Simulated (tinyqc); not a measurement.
Electron continuity equation in a given potential, Scharfetter-Gummel discretisation: current and errors against the applied potential.

Steady state in one dimension: J = q mu n E + q D dn/dx with E = -dpsi/dx and D = mu Vt, dJ/dx = 0, fixed densities nL and nR at the ends. The potential is given, psi = 0 for x < L/2 and U (2 x/L - 1) beyond, and is not changed by the electrons.

10 equal intervals. Fluxes J_i = (q D/h)(n_(i+1) P_i - n_i Q_i), d_i = (psi_(i+1) - psi_i)/Vt: Scharfetter-Gummel P = B(d), Q = B(-d), B(d) = d/(exp(d) - 1); central P = 1 - d/2, Q = 1 + d/2; upwind P = 1 + max(-d, 0), Q = 1 + max(d, 0). Balance at each inner node: J_i - J_(i-1) = 0. The reference is Scharfetter-Gummel on 4000 intervals or more. Errors are those of J on the first interval against the reference at its midpoint; errors under 1e-6 % are printed as 0.

Inputs (values chosen for the exercise); mobility close to that of silicon at room temperature: temperature T = 250 K; electron mobility mu = 1360 cm^2/(V s); length of the region L = 0.78 um; density at x = 0 nL = 3.8e13 cm^-3; density at x = L nR = 0 cm^-3.

Constants: q = 1.602176634e-19 C, kB = 1.380649e-23 J/K, Vt = kB T/q. Results are converted to the units shown.

Result of one run:

| largest \|d\| | reference J (A/cm^2) | SG error (%) | central error (%) | upwind error (%) | most negative central n (cm^-3), 0 if none |
|---|---|---|---|---|---|
| 0.1021 | -1.984 | 0 | -0.0629 | 3.54 | 0 |

Which potential difference psi(L) - psi(0) U gave this result: -0.011, -0.043, -0.11 or -0.22 V?

U = -0.011 V.

The whole series:

| U (V) | largest \|d\| | reference J (A/cm^2) | SG error (%) | central error (%) | upwind error (%) | most negative central n (cm^-3), 0 if none |
|---|---|---|---|---|---|---|
| -0.011 | 0.1021 | -1.984 | 0 | -0.0629 | 3.54 | 0 |
| -0.043 | 0.3992 | -1.093 | 0 | -2.37 | 31.4 | 0 |
| -0.11 | 1.021 | -0.1381 | 0 | -40.5 | 347 | 0 |
| -0.22 | 2.042 | -0.001715 | -1.45e-6 | -100 | 9990 | -3.99e11 |
| -0.32 | 2.971 | -2.405e-5 | 2.46e-4 | -8.07e4 | 2.82e5 | -7.44e12 |

The reference current rises from -1.98 to -2.41e-5 A/cm^2. The largest errors in size are 2.5e-4 % (Scharfetter-Gummel), 81000 % (central) and 2.8e5 % (upwind). Central differences give negative densities for U = -0.22, -0.32 V; these rows have |d| above 2, which makes negative values possible though not certain.

Numbers from tinyqc (`OMP_NUM_THREADS=1 python tinyqc.py 2220022 2220023 out.jsonl`; about 0.01 s on one thread of a shared Intel Xeon 2.30GHz).
